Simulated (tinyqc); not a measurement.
Interfaces: Cahn-Hilliard equation on a periodic one-dimensional grid. Computed by tinyqc, a small Python program. Command: `OMP_NUM_THREADS=1 python tinyqc.py 3020251 3020252 out.jsonl cahn walk`. One thread of a shared host (Intel(R) Xeon(R) Processor @ 2.30GHz), about 0.4 s of CPU time with the checks.

Free energy F = h sum_j [A (c_j^2 - 1)^2/4 + (kappa/2) ((c_(j+1) - c_j)/h)^2]; dc/dt = Lap(mu), mu = A (c^3 - c) - kappa Lap(c), Lap(y)_j = (y_(j+1) - 2 y_j + y_(j-1))/h^2, mobility 1; the grid has n = 16 points.

Inputs (values chosen for the exercise, in reduced units):
```
quantity,value,unit
spacing h,0.91,-
well depth A,1.2,-
gradient coefficient kappa,1.4,-
mean composition c0,0.074,-
noise amplitude,0.05,-
time step dt,0.018,-
end time,100,-
```

Scheme: explicit Euler.

Method:
- Start: c_j = c0 + amplitude x (z_j - mean of z).
- c(new) = c + dt Lap(mu).
- Run to the end time; break off if |c| exceeds 3 or F has risen by more than 1e-9 in more than 30 steps. Domains = stretches with c > c0.
- Continuum wall between c = -1 and +1: c = tanh(x/w), w = sqrt(2 kappa/A), energy s = (2/3) sqrt(2 kappa A). With two walls per domain, the estimate of F at the end is 2 x domains x s. Volume fraction of the +1 phase by the lever rule: (1 + c0)/2.

random numbers: [0.686, 0.090, 0.527, 0.908, 0.042, -0.331, -0.294, 0.293, 0.889, -0.842, -0.437, 0.427, -0.942, 0.614, 0.432, 0.511]

Course:
```
step,t,F,min c,max c,domains
0,0.000,4.33382,0.018859,0.111359,4
111,1.998,4.31821,0.046025,0.106921,1
278,5.004,4.31459,0.030569,0.127941,1
556,10.008,4.29025,-0.024230,0.189727,1
833,14.994,4.17003,-0.151541,0.308316,1
1111,19.998,3.68771,-0.400147,0.490945,1
1667,30.006,2.44637,-0.889599,0.906473,1
2222,39.996,2.41021,-0.947047,0.970639,1
3056,55.008,2.41015,-0.949491,0.973325,1
3889,70.002,2.41015,-0.949508,0.973344,1
4723,85.014,2.41015,-0.949509,0.973344,1
5556,100.008,2.41015,-0.949509,0.973344,1
```

F at the end = 2.41015

c at the end: [0.954827, 0.973344, 0.956541, 0.883022, 0.672453, 0.201418, -0.405779, -0.771374, -0.914223, -0.949509, -0.917435, -0.781244, -0.427947, 0.174511, 0.657908, 0.877485]

wall half width w = 1.5275

wall energy s = 1.2220

estimate of F = 2.4440

volume fraction = 0.537

w/h = 1.6786

What does the comparison show, and why?

The run ends at F = 2.4101, 0.99 of the estimate: the walls are well formed.
